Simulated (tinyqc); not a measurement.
Comparisons within one model: complex band structure along [001] in sp3s* tight binding. A value that a table varies takes the place of the one given here.

For k = (0, 0, kz) the phase sums are g0 = cos(phi) and g3 = i sin(phi), phi = kz a/4, and the s, pz, s* orbitals of anion (a) and cation (c) decouple from px, py. With z = exp(i phi), H(z) = H0 + z T + T^T/z for any complex z. H0 is diagonal (Esa, Epa, Exa, Esc, Epc, Exc). The anion-cation block is B(z) = z U + W/z and the cation-anion block z W^T + U^T/z, where U has Vss/2 (s,s), Vsapc/2 (s,z), -Vscpa/2 (z,s), Vxx/2 (z,z), Vxapc/2 (s*,z), -Vpaxc/2 (z,s*), and W has the same values with the s-z and s*-z signs reversed. |z| = 1 is a band state, |z| < 1 decays along [001] as exp(-kappa d) over a distance d, kappa = -(4/a) ln|z|. No spin-orbit coupling.

Constants: hbar^2/2m0 = 3.80998211 eV angstrom^2.

Parameters, chosen for this exercise (out of a larger set: near a published set for InAs, fitted to gaps, whose masses and valley positions are rough (light masses up to twice too heavy); not measured data):

| symbol | value | unit | meaning |
|---|---|---|---|
| p | (-9.536, 0.912, -2.717, 3.709, 7.431, 6.725, -5.609, 1.846, 4.48, 3.047, 5.449, 3.372, 3.908) | eV | order Esa, Epa, Esc, Epc, Exa, Exc, Vss, Vxx, Vxy, Vsapc, Vscpa, Vxapc, Vpaxc |
| a | 6.063 | angstrom | lattice constant |
| dE | 0.17 | eV | E - Ev |

## Decay across the direct gap

Ev = -0.00543 eV
EG (direct gap) = 0.44289 eV

masses of this model, from the curvature at Gamma (m0): m_lh 0.02968, m_e 0.03186

kappa of the imaginary branch at Gamma against three formulas: parabolic from the valence edge, sqrt(m_lh E/c); parabolic from the conduction edge, sqrt(m_e (EG - E)/c); two-band (Franz), sqrt(m E (1 - E/EG)/c) with m = 2 m_lh m_e/(m_lh + m_e). E from Ev; c = hbar^2/2m0.

kappa (1/angstrom):

| E/EG | E (eV) | tight binding | parabolic, valence | parabolic, conduction | two-band |
|---|---|---|---|---|---|
| 0.05 | 0.0221 | 0.0128 | 0.0131 | 0.0593 | 0.0130 |
| 0.15 | 0.0664 | 0.0211 | 0.0228 | 0.0561 | 0.0213 |
| 0.25 | 0.1107 | 0.0256 | 0.0294 | 0.0527 | 0.0259 |
| 0.35 | 0.1550 | 0.0283 | 0.0348 | 0.0491 | 0.0285 |
| 0.50 | 0.2214 | 0.0299 | 0.0415 | 0.0430 | 0.0299 |
| 0.65 | 0.2879 | 0.0286 | 0.0474 | 0.0360 | 0.0285 |
| 0.75 | 0.3322 | 0.0261 | 0.0509 | 0.0304 | 0.0259 |
| 0.85 | 0.3765 | 0.0216 | 0.0542 | 0.0236 | 0.0213 |
| 0.95 | 0.4207 | 0.0132 | 0.0573 | 0.0136 | 0.0130 |

The branch joins the light-hole and conduction bands and peaks, among these rows, at E/EG = 0.50 with kappa = 0.0299 1/angstrom. At mid-gap the parabola from the conduction edge is +44 % off and the two-band form +0.1 %; over 5 nm the parabola would misstate exp(-2 kappa d) by a factor 3.73.

## Band-to-band tunnelling in a uniform field

WKB at zero transverse momentum: T = exp(-2 I/(eF)), I = integral of kappa dE across the direct gap (8 Gauss-Legendre points in theta, E = EG sin^2 theta, 0 to pi/2); 1 MV/cm = 0.01 V/angstrom. The two-band form gives I = (pi/8) sqrt(m/c) EG^(3/2) with m = 2 m_lh m_e/(m_lh + m_e).

Tunnelling:

| F (MV/cm) | path EG/eF (angstrom) | exponent 2I/eF | T, tight binding | T, two-band |
|---|---|---|---|---|
| 0.50 | 88.6 | 4.156 | 0.0157 | 0.0156 |
| 0.75 | 59.1 | 2.770 | 0.0626 | 0.0625 |
| 1.00 | 44.3 | 2.078 | 0.125 | 0.125 |
| 1.50 | 29.5 | 1.385 | 0.250 | 0.250 |
| 2.00 | 22.1 | 1.039 | 0.354 | 0.354 |
| 3.00 | 14.8 | 0.693 | 0.500 | 0.500 |
| 4.00 | 11.1 | 0.519 | 0.595 | 0.595 |

I, tight binding = 0.010389 eV/angstrom
I, two-band = 0.010395 eV/angstrom

The two-band integral is +0.06 % from the tight-binding one, which makes the two-band T 0.9975 times the other at 0.5 MV/cm and 0.9997 times at 4 MV/cm. Doubling the field from 1 to 2 MV/cm halves the exponent and raises T by a factor 2.83. Where the exponent falls below about 2 the WKB form is only a guide.

## Energy and lattice constant

The slowest root of the s-pz block and the heavy-hole branch, sinh^2(kappa a/4) = ((E - Epa)(E - Epc) - Vxx^2)/(Vxx^2 - Vxy^2), at E = Ev + dE with Ev the lower root of [[Epa, Vxx], [Vxx, Epc]]; the couplings are kept when a changes. Each row changes one parameter from the base and keeps the others.

Results:

| case | slowest kappa (1/angstrom) | heavy-hole kappa (1/angstrom) |
|---|---|---|
| base | 0.0289 | 0.1397 |
| dE = 0.14 eV | 0.0276 | 0.1274 |
| a = 6.245 angstrom | 0.0281 | 0.1356 |

The largest shifts from the base row, up to three for each result and ties (the steps differ in size, so this ranks the rows, not the parameters). slowest kappa (1/angstrom): dE -0.0013, a -0.0008. heavy-hole kappa (1/angstrom): dE -0.0123, a -0.0041. With the couplings fixed, kappa a stays, so kappa scales as 1/a.

Run: tinyqc, `OMP_NUM_THREADS=1 python tinyqc.py 1482002 1482003 out.jsonl`; Intel(R) Xeon(R) Processor @ 2.30GHz, one thread, shared host; about 0.01 s of CPU time with all checks.
